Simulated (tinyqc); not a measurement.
# Cap thickness from the capacitance plateau

Inverse problem. With only the buried channel on, 1/C = 1/Cox + (tc + zc)/(eps0 eps_r), Cox = eps0 eox/tox. Find tc and the oxide-equivalent thickness 3.9 eps0/C.

Inputs (values chosen for the exercise); band and dielectric values close to those of silicon:
```
symbol  value  unit                                                                 meaning
eps_r    11.5                                                         relative permittivity
eox       3.9        relative permittivity of the gate insulator (close to silicon dioxide)
tox         2    nm                                                     insulator thickness
zc        0.8    nm                    depth of the hole centroid below the top of the SiGe
```

Constants: eps0 = 8.8541878128e-14 F/cm where lengths are in cm. Results are converted to the units shown.

plateau of C/Cox with only the buried channel on = 0.59585492

Answer. The cap and the centroid act as a second capacitor in series with the insulator.

tc = 3.200 nm
equivalent thickness = 3.357 nm

Program tinyqc, `OMP_NUM_THREADS=1 python tinyqc.py 2042051 2042052 out.jsonl`; Intel Xeon 2.30GHz, shared host, one thread, about 0.03 s.
